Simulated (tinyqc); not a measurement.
Inside a calculation. Method: CIS on RHF in the sto-3g basis, frozen core, for BeH+, spin multiplicity 1. Computed by tinyqc, a small Python program that keeps every step (integrals from PySCF). Settings: charge = 1, multiplicity = 1, basis = sto-3g, method = RHF, frozen orbitals = 1, energy threshold = 1e-10, iteration cap = 57, orthogonalisation = canonical, start = Wolfsberg-Helmholz matrix, DIIS depth = 6. Command: `OMP_NUM_THREADS=1 python tinyqc.py 30459 30460 out.jsonl` (the two numbers bound the seeds that draw the settings). One thread of a shared host (Intel(R) Xeon(R) Processor @ 2.60GHz), about 0.06 s of CPU time with the checks. Later iterations appear only in the table of the cycle.

## One-electron integrals

Geometry (angstrom):
```
atom         x         y         z
Be    0.000000  0.000000  0.000000
H     0.000000  0.000000  1.270000
```

Basis sto-3g: exponents (1/bohr^2) and contraction coefficients of normalised primitives:
```
element  l (shell)   exponent  coefficient
Be           s (1)  30.167871     0.154329
Be           s (1)   5.495115     0.535328
Be           s (1)   1.487193     0.444635
Be           s (2)   1.314833    -0.099967
Be           s (2)   0.305539     0.399513
Be           s (2)   0.099371     0.700115
Be           p (3)   1.314833     0.155916
Be           p (3)   0.305539     0.607684
Be           p (3)   0.099371     0.391957
H            s (1)   3.425251     0.154329
H            s (1)   0.623914     0.535328
H            s (1)   0.168855     0.444635
```

Overlap, kinetic and nuclear-attraction integrals over the contracted functions; the nuclear repulsion is the sum of Za Zb / Rab.

nuclear repulsion = 1.66669988 hartree

overlap S, order 1Be 1s, 1Be 2s, 1Be 2px, 1Be 2py, 1Be 2pz, 2H 1s:
$$\begin{pmatrix}
1.000000 & 0.259517 & 0.000000 & 0.000000 & 0.000000 & 0.081115 \\
0.259517 & 1.000000 & 0.000000 & 0.000000 & 0.000000 & 0.488518 \\
0.000000 & 0.000000 & 1.000000 & 0.000000 & 0.000000 & 0.000000 \\
0.000000 & 0.000000 & 0.000000 & 1.000000 & 0.000000 & 0.000000 \\
0.000000 & 0.000000 & 0.000000 & 0.000000 & 1.000000 & 0.544563 \\
0.081115 & 0.488518 & 0.000000 & 0.000000 & 0.544563 & 1.000000
\end{pmatrix}$$

kinetic energy T (hartree), order 1Be 1s, 1Be 2s, 1Be 2px, 1Be 2py, 1Be 2pz, 2H 1s:
$$\begin{pmatrix}
6.693975 & -0.033012 & 0.000000 & 0.000000 & 0.000000 & -0.016671 \\
-0.033012 & 0.211111 & 0.000000 & 0.000000 & 0.000000 & 0.080430 \\
0.000000 & 0.000000 & 0.660592 & 0.000000 & 0.000000 & 0.000000 \\
0.000000 & 0.000000 & 0.000000 & 0.660592 & 0.000000 & 0.000000 \\
0.000000 & 0.000000 & 0.000000 & 0.000000 & 0.660592 & 0.217973 \\
-0.016671 & 0.080430 & 0.000000 & 0.000000 & 0.217973 & 0.760032
\end{pmatrix}$$

nuclear attraction V (hartree), order 1Be 1s, 1Be 2s, 1Be 2px, 1Be 2py, 1Be 2pz, 2H 1s:
$$\begin{pmatrix}
-14.977767 & -2.007379 & 0.000000 & 0.000000 & -0.020037 & -0.632406 \\
-2.007379 & -2.697079 & 0.000000 & 0.000000 & -0.156918 & -1.367159 \\
0.000000 & 0.000000 & -2.637111 & 0.000000 & 0.000000 & 0.000000 \\
0.000000 & 0.000000 & 0.000000 & -2.637111 & 0.000000 & 0.000000 \\
-0.020037 & -0.156918 & 0.000000 & 0.000000 & -2.761662 & -1.514090 \\
-0.632406 & -1.367159 & 0.000000 & 0.000000 & -1.514090 & -2.875763
\end{pmatrix}$$

core Hamiltonian H = T + V (hartree), order 1Be 1s, 1Be 2s, 1Be 2px, 1Be 2py, 1Be 2pz, 2H 1s:
$$\begin{pmatrix}
-8.283792 & -2.040391 & 0.000000 & 0.000000 & -0.020037 & -0.649076 \\
-2.040391 & -2.485968 & 0.000000 & 0.000000 & -0.156918 & -1.286730 \\
0.000000 & 0.000000 & -1.976520 & 0.000000 & 0.000000 & 0.000000 \\
0.000000 & 0.000000 & 0.000000 & -1.976520 & 0.000000 & 0.000000 \\
-0.020037 & -0.156918 & 0.000000 & 0.000000 & -2.101070 & -1.296116 \\
-0.649076 & -1.286730 & 0.000000 & 0.000000 & -1.296116 & -2.115731
\end{pmatrix}$$

## Two-electron integrals

Functions are numbered as in S; the eight-fold symmetry (ij|kl) = (ji|kl) = (kl|ij) leaves the list below.

Two-electron integrals (ij|kl) in chemists' order, unique and non-zero (hartree):
```
(11|11) 2.298831   (21|11) 0.392036   (21|21) 0.079539   (22|11) 0.570988
(22|21) 0.143041   (22|22) 0.417683   (31|31) 0.014607   (32|31) 0.021888
(32|32) 0.092265   (33|11) 0.569578   (33|21) 0.143083   (33|22) 0.417589
(33|33) 0.449859   (41|41) 0.014607   (42|41) 0.021888   (42|42) 0.092265
(43|43) 0.024249   (44|11) 0.569578   (44|21) 0.143083   (44|22) 0.417589
(44|33) 0.401360   (44|44) 0.449859   (51|51) 0.014607   (52|51) 0.021888
(52|52) 0.092265   (53|53) 0.024249   (54|54) 0.024249   (55|11) 0.569578
(55|21) 0.143083   (55|22) 0.417589   (55|33) 0.401360   (55|44) 0.401360
(55|55) 0.449859   (61|11) 0.121668   (61|21) 0.024644   (61|22) 0.044560
(61|33) 0.044231   (61|44) 0.044231   (61|51) 0.002235   (61|52) 0.004134
(61|55) 0.045242   (61|61) 0.008025   (62|11) 0.247717   (62|21) 0.062711
(62|22) 0.193961   (62|33) 0.187187   (62|44) 0.187187   (62|51) 0.008260
(62|52) 0.046776   (62|55) 0.207337   (62|61) 0.021418   (62|62) 0.125286
(63|31) 0.006323   (63|32) 0.028067   (63|53) 0.008522   (63|63) 0.012931
(64|41) 0.006323   (64|42) 0.028067   (64|54) 0.008522   (64|64) 0.012931
(65|11) 0.249909   (65|21) 0.064132   (65|22) 0.208234   (65|33) 0.195985
(65|44) 0.195985   (65|51) 0.013641   (65|52) 0.073573   (65|55) 0.232514
(65|61) 0.023116   (65|62) 0.154205   (65|65) 0.198300   (66|11) 0.411494
(66|21) 0.106151   (66|22) 0.363356   (66|33) 0.337158   (66|44) 0.337158
(66|51) 0.017970   (66|52) 0.125143   (66|55) 0.415428   (66|61) 0.037591
(66|62) 0.287435   (66|65) 0.378383   (66|66) 0.774606
```

## Orthogonalisation

S = U s U^T; canonical form X = U s^(-1/2), so that X^T S X = 1. Each column of U has its largest component positive (the first on a tie).

eigenvalues of S: [0.262042, 0.793177, 1.000000, 1.000000, 1.168589, 1.776193]

X, order 1Be 1s, 1Be 2s, 1Be 2px, 1Be 2py, 1Be 2pz, 2H 1s:
$$\begin{pmatrix}
0.190385 & 0.809370 & 0.000000 & 0.000000 & 0.594610 & 0.180300 \\
-0.965752 & -0.588517 & 0.000000 & 0.000000 & 0.437782 & 0.380322 \\
0.000000 & 0.000000 & 0.998991 & 0.044917 & 0.000000 & 0.000000 \\
0.000000 & 0.000000 & -0.044917 & 0.998991 & 0.000000 & 0.000000 \\
-1.001913 & 0.476058 & 0.000000 & 0.000000 & -0.532316 & 0.356756 \\
1.357731 & -0.180805 & 0.000000 & 0.000000 & -0.164797 & 0.508502
\end{pmatrix}$$

Within a degenerate level the vectors are fixed only up to a rotation; this is one choice.

## Starting guess

The start is the generalised Wolfsberg-Helmholz matrix (K = 1.75) built on H; D = 2 C_occ C_occ^T.

D at the start, order 1Be 1s, 1Be 2s, 1Be 2px, 1Be 2py, 1Be 2pz, 2H 1s:
$$\begin{pmatrix}
1.989004 & 0.009250 & 0.000000 & 0.000000 & -0.123266 & -0.181135 \\
0.009250 & 0.205389 & 0.000000 & 0.000000 & 0.275564 & 0.344386 \\
0.000000 & 0.000000 & 0.000000 & 0.000000 & 0.000000 & 0.000000 \\
0.000000 & 0.000000 & 0.000000 & 0.000000 & 0.000000 & 0.000000 \\
-0.123266 & 0.275564 & 0.000000 & 0.000000 & 0.378974 & 0.475469 \\
-0.181135 & 0.344386 & 0.000000 & 0.000000 & 0.475469 & 0.596895
\end{pmatrix}$$

## Iteration 1: building the Fock matrix

J_ij = sum D_kl (ij|kl), K_ij = sum D_kl (ik|jl); F = H + J - 0.5 K; E = tr D H + tr D J / 2 - 0.25 tr D K + E_nn.

Coulomb J (hartree), order 1Be 1s, 1Be 2s, 1Be 2px, 1Be 2py, 1Be 2pz, 2H 1s:
$$\begin{pmatrix}
5.522575 & 1.023449 & 0.000000 & 0.000000 & 0.037039 & 0.326743 \\
1.023449 & 1.914742 & 0.000000 & 0.000000 & 0.220834 & 1.032768 \\
0.000000 & 0.000000 & 1.873937 & 0.000000 & 0.000000 & 0.000000 \\
0.000000 & 0.000000 & 0.000000 & 1.873937 & 0.000000 & 0.000000 \\
0.037039 & 0.220834 & 0.000000 & 0.000000 & 1.987284 & 1.178590 \\
0.326743 & 1.032768 & 0.000000 & 0.000000 & 1.178590 & 2.123569
\end{pmatrix}$$

exchange K (hartree), order 1Be 1s, 1Be 2s, 1Be 2px, 1Be 2py, 1Be 2pz, 2H 1s:
$$\begin{pmatrix}
4.581320 & 0.829739 & 0.000000 & 0.000000 & -0.006917 & 0.261351 \\
0.829739 & 0.511742 & 0.000000 & 0.000000 & 0.420479 & 0.629150 \\
0.000000 & 0.000000 & 0.090461 & 0.000000 & 0.000000 & 0.000000 \\
0.000000 & 0.000000 & 0.000000 & 0.090461 & 0.000000 & 0.000000 \\
-0.006917 & 0.420479 & 0.000000 & 0.000000 & 0.604097 & 0.778860 \\
0.261351 & 0.629150 & 0.000000 & 0.000000 & 0.778860 & 1.203066
\end{pmatrix}$$

Fock matrix F (hartree), order 1Be 1s, 1Be 2s, 1Be 2px, 1Be 2py, 1Be 2pz, 2H 1s:
$$\begin{pmatrix}
-5.051877 & -1.431812 & 0.000000 & 0.000000 & 0.020461 & -0.453009 \\
-1.431812 & -0.827097 & 0.000000 & 0.000000 & -0.146323 & -0.568537 \\
0.000000 & 0.000000 & -0.147813 & 0.000000 & 0.000000 & 0.000000 \\
0.000000 & 0.000000 & 0.000000 & -0.147813 & 0.000000 & 0.000000 \\
0.020461 & -0.146323 & 0.000000 & 0.000000 & -0.415834 & -0.506956 \\
-0.453009 & -0.568537 & 0.000000 & 0.000000 & -0.506956 & -0.593695
\end{pmatrix}$$

total energy of this density = -14.63376199 hartree

## Iteration 1: diagonalisation and new density

Diagonalise F' = X^T F X, C = X C', fill 2 alpha and 2 beta electrons from the bottom; D = 2 C_occ C_occ^T. Each column has its largest component positive (the first on a tie).

F' = X^T F X (hartree):
$$\begin{pmatrix}
0.405181 & -0.205319 & 0.000000 & 0.000000 & -0.130815 & -0.037784 \\
-0.205319 & -2.148852 & 0.000000 & 0.000000 & -2.126157 & -0.897511 \\
0.000000 & 0.000000 & -0.147813 & 0.000000 & 0.000000 & 0.000000 \\
0.000000 & 0.000000 & 0.000000 & -0.147813 & 0.000000 & 0.000000 \\
-0.130815 & -2.126157 & 0.000000 & 0.000000 & -2.686932 & -1.025667 \\
-0.037784 & -0.897511 & 0.000000 & 0.000000 & -1.025667 & -1.210646
\end{pmatrix}$$

orbital energies (hartree): MO1 -5.055336, MO2 -0.727967, MO3 -0.281159, MO4 -0.147813, MO5 -0.147813, MO6 0.423214

coefficients C, order 1Be 1s, 1Be 2s, 1Be 2px, 1Be 2py, 1Be 2pz, 2H 1s:
$$\begin{pmatrix}
0.992314 & -0.167232 & -0.223768 & 0.000000 & 0.000000 & 0.121117 \\
0.028541 & 0.427036 & 0.812401 & 0.000000 & 0.000000 & -0.878725 \\
0.000000 & 0.000000 & 0.000000 & 0.154607 & 0.987976 & 0.000000 \\
0.000000 & 0.000000 & 0.000000 & 0.987976 & -0.154607 & 0.000000 \\
-0.002926 & 0.391233 & -0.617258 & 0.000000 & 0.000000 & -1.052148 \\
-0.001137 & 0.508536 & -0.113953 & 0.000000 & 0.000000 & 1.374868
\end{pmatrix}$$

D after iteration 1, order 1Be 1s, 1Be 2s, 1Be 2px, 1Be 2py, 1Be 2pz, 2H 1s:
$$\begin{pmatrix}
2.025307 & -0.086185 & 0.000000 & 0.000000 & -0.136660 & -0.172344 \\
-0.086185 & 0.366349 & 0.000000 & 0.000000 & 0.333975 & 0.434261 \\
0.000000 & 0.000000 & 0.000000 & 0.000000 & 0.000000 & 0.000000 \\
0.000000 & 0.000000 & 0.000000 & 0.000000 & 0.000000 & 0.000000 \\
-0.136660 & 0.333975 & 0.000000 & 0.000000 & 0.306144 & 0.397919 \\
-0.172344 & 0.434261 & 0.000000 & 0.000000 & 0.397919 & 0.517219
\end{pmatrix}$$

Within a degenerate level the vectors are fixed only up to a rotation; this is one choice.

## Iteration 8 (converged): orbitals

converged F (hartree), order 1Be 1s, 1Be 2s, 1Be 2px, 1Be 2py, 1Be 2pz, 2H 1s:
$$\begin{pmatrix}
-5.023147 & -1.412699 & 0.000000 & 0.000000 & 0.016381 & -0.447695 \\
-1.412699 & -0.882693 & 0.000000 & 0.000000 & -0.160920 & -0.611246 \\
0.000000 & 0.000000 & -0.147168 & 0.000000 & 0.000000 & 0.000000 \\
0.000000 & 0.000000 & 0.000000 & -0.147168 & 0.000000 & 0.000000 \\
0.016381 & -0.160920 & 0.000000 & 0.000000 & -0.355047 & -0.476229 \\
-0.447695 & -0.611246 & 0.000000 & 0.000000 & -0.476229 & -0.611222
\end{pmatrix}$$

As before.

F' = X^T F X (hartree):
$$\begin{pmatrix}
0.380511 & -0.215467 & 0.000000 & 0.000000 & -0.120549 & -0.041135 \\
-0.215467 & -2.165190 & 0.000000 & 0.000000 & -2.122356 & -0.843002 \\
0.000000 & 0.000000 & -0.147168 & 0.000000 & 0.000000 & 0.000000 \\
0.000000 & 0.000000 & 0.000000 & -0.147168 & 0.000000 & 0.000000 \\
-0.120549 & -2.122356 & 0.000000 & 0.000000 & -2.640831 & -1.051392 \\
-0.041135 & -0.843002 & 0.000000 & 0.000000 & -1.051392 & -1.220810
\end{pmatrix}$$

orbital energies (hartree): MO1 -5.026014, MO2 -0.755453, MO3 -0.266186, MO4 -0.147168, MO5 -0.147168, MO6 0.401333

coefficients C, order 1Be 1s, 1Be 2s, 1Be 2px, 1Be 2py, 1Be 2pz, 2H 1s:
$$\begin{pmatrix}
0.992937 & -0.193615 & -0.200504 & 0.000000 & 0.000000 & 0.117394 \\
0.026273 & 0.525111 & 0.769436 & 0.000000 & 0.000000 & -0.864212 \\
0.000000 & 0.000000 & 0.000000 & 0.137161 & 0.990549 & 0.000000 \\
0.000000 & 0.000000 & 0.000000 & 0.990549 & -0.137161 & 0.000000 \\
-0.002155 & 0.299553 & -0.638574 & 0.000000 & 0.000000 & -1.069384 \\
-0.000873 & 0.497709 & -0.212386 & 0.000000 & 0.000000 & 1.367126
\end{pmatrix}$$

D after iteration 8, order 1Be 1s, 1Be 2s, 1Be 2px, 1Be 2py, 1Be 2pz, 2H 1s:
$$\begin{pmatrix}
2.046823 & -0.151163 & 0.000000 & 0.000000 & -0.120275 & -0.194461 \\
-0.151163 & 0.552864 & 0.000000 & 0.000000 & 0.314484 & 0.522659 \\
0.000000 & 0.000000 & 0.000000 & 0.000000 & 0.000000 & 0.000000 \\
0.000000 & 0.000000 & 0.000000 & 0.000000 & 0.000000 & 0.000000 \\
-0.120275 & 0.314484 & 0.000000 & 0.000000 & 0.179473 & 0.298184 \\
-0.194461 & 0.522659 & 0.000000 & 0.000000 & 0.298184 & 0.495430
\end{pmatrix}$$

Within a degenerate level the vectors are fixed only up to a rotation; this is one choice.

## Convergence

Stop when the energy changes by less than 1e-10 hartree and every element of the error matrix X^T (F D S - S D F) X is below 3e-06.

Course of the cycle:
```
iteration   E (hartree)     change  largest element of the error matrix
1          -14.63376199          -                             1.50e-01
2          -14.65549006  -2.17e-02                             3.82e-02
3          -14.66183649  -6.35e-03                             2.00e-02
4          -14.66361978  -1.78e-03                             2.80e-03
5          -14.66362353  -3.75e-06                             7.44e-04
6          -14.66362560  -2.07e-06                             3.14e-05
7          -14.66362560  -3.38e-09                             7.05e-08
8          -14.66362560   3.55e-15                             4.28e-09
```

PySCF RHF in the same basis = -14.66362560 hartree

Converged in 8 iterations.

## Populations, bond orders and dipole

Mulliken: Z minus the diagonal of D S on the atom; Loewdin: the same with S^(1/2) D S^(1/2); Mayer order: 2 sum_s sum (D(s) S)_ij (D(s) S)_ji over the two atoms.

Charges (e):
```
atom  Mulliken   Loewdin
1Be   0.897364  0.926986
2H    0.102636  0.073014
```

Mayer bond orders:
```
pair     order
2-1   0.989466
```

dipole moment about the origin, x y z (debye): [0.000000, 0.000000, -2.750830]

## Integrals over molecular orbitals

(pq|rs) = sum C_ip C_jq C_kr C_ls (ij|kl), one index at a time.

one-electron integrals over orbitals h = C^T H C (hartree):
$$\begin{pmatrix}
-8.274099 & 0.164620 & 0.206638 & 0.000000 & 0.000000 & -0.067108 \\
0.164620 & -2.274759 & 0.016735 & 0.000000 & 0.000000 & 0.129235 \\
0.206638 & 0.016735 & -1.964670 & 0.000000 & 0.000000 & -0.029006 \\
0.000000 & 0.000000 & 0.000000 & -1.976520 & 0.000000 & 0.000000 \\
0.000000 & 0.000000 & 0.000000 & 0.000000 & -1.976520 & 0.000000 \\
-0.067108 & 0.129235 & -0.029006 & 0.000000 & 0.000000 & -1.576992
\end{pmatrix}$$

Two-electron integrals over orbitals (pq|rs), unique and non-zero (hartree); the lowest 1 orbital is frozen and left out:
```
(22|22) 0.546697    (32|22) -0.065600   (32|32) 0.030349    (33|22) 0.321185
(33|32) 0.025523    (33|33) 0.473541    (42|42) 0.042911    (43|42) 0.030272
(43|43) 0.052606    (44|22) 0.374696    (44|32) 0.015495    (44|33) 0.400598
(44|44) 0.449859    (52|52) 0.042911    (53|52) 0.030272    (53|53) 0.052606
(54|54) 0.024249    (55|22) 0.374696    (55|32) 0.015495    (55|33) 0.400598
(55|44) 0.401360    (55|55) 0.449859    (62|22) 0.071186    (62|32) -0.044696
(62|33) -0.026329   (62|44) -0.048155   (62|55) -0.048155   (62|62) 0.121214
(63|22) -0.056507   (63|32) 0.025232    (63|33) 0.057699    (63|44) 0.014268
(63|55) 0.014268    (63|62) -0.043959   (63|63) 0.045382    (64|42) -0.030433
(64|43) -0.015840   (64|64) 0.027360    (65|52) -0.030433   (65|53) -0.015840
(65|65) 0.027360    (66|22) 0.537095    (66|32) -0.062485   (66|33) 0.352401
(66|44) 0.378675    (66|55) 0.378675    (66|62) 0.099307    (66|63) -0.053435
(66|66) 0.571159
```

## CIS matrix, singlets

A(ia,jb) = (e_a - e_i) d_ij d_ab + 2 (ia|jb) - (ij|ab).

CIS matrix A, singlet (hartree), order 2>3, 2>4, 2>5, 2>6:
$$\begin{pmatrix}
0.228780 & 0.000000 & 0.000000 & -0.032884 \\
0.000000 & 0.319410 & 0.000000 & 0.000000 \\
0.000000 & 0.000000 & 0.319410 & 0.000000 \\
-0.032884 & 0.000000 & 0.000000 & 0.862119
\end{pmatrix}$$

## CIS singlet states

dipole integrals <i|r|a> (bohr), order 2>3, 2>4, 2>5, 2>6:
$$\begin{pmatrix}
0.000000 & 0.000000 & -0.625571 \\
0.114344 & 0.825767 & 0.000000 \\
0.825767 & -0.114344 & 0.000000 \\
0.000000 & 0.000000 & 0.705250
\end{pmatrix}$$

Diagonalise A (1 hartree = 27.211386 eV); each vector has its largest component positive (the first on a tie). The transition dipole is mu = sqrt2 sum c_ia <i|r|a>.

singlet excitation energies (eV): [6.179076, 8.691595, 8.691595, 23.505790]

lowest vectors, order 2>3, 2>4, 2>5, 2>6:
$$\begin{pmatrix}
0.998662 & 0.000000 & 0.000000 & -0.051713 \\
0.000000 & 0.998868 & 0.047568 & 0.000000 \\
0.000000 & -0.047568 & 0.998868 & 0.000000 \\
0.051713 & 0.000000 & 0.000000 & 0.998662
\end{pmatrix}$$

oscillator strengths 2/3 w |mu|^2: [0.104775, 0.295972, 0.295972, 0.625019]

Within a degenerate level the vectors are fixed only up to a rotation; this is one choice.

## CIS matrix, triplets

A(ia,jb) = (e_a - e_i) d_ij d_ab - (ij|ab).

CIS matrix A, triplet (hartree), order 2>3, 2>4, 2>5, 2>6:
$$\begin{pmatrix}
0.168082 & 0.000000 & 0.000000 & 0.056507 \\
0.000000 & 0.233589 & 0.000000 & 0.000000 \\
0.000000 & 0.000000 & 0.233589 & 0.000000 \\
0.056507 & 0.000000 & 0.000000 & 0.619691
\end{pmatrix}$$

## CIS triplet states

Diagonalise A (1 hartree = 27.211386 eV); each vector has its largest component positive (the first on a tie).

triplet excitation energies (eV): [4.384258, 6.356283, 6.356283, 17.052127]

lowest vectors, order 2>3, 2>4, 2>5, 2>6:
$$\begin{pmatrix}
0.992493 & 0.000000 & 0.000000 & 0.122299 \\
0.000000 & 0.997910 & 0.064612 & 0.000000 \\
0.000000 & -0.064612 & 0.997910 & 0.000000 \\
-0.122299 & 0.000000 & 0.000000 & 0.992493
\end{pmatrix}$$

Within a degenerate level the vectors are fixed only up to a rotation; this is one choice.
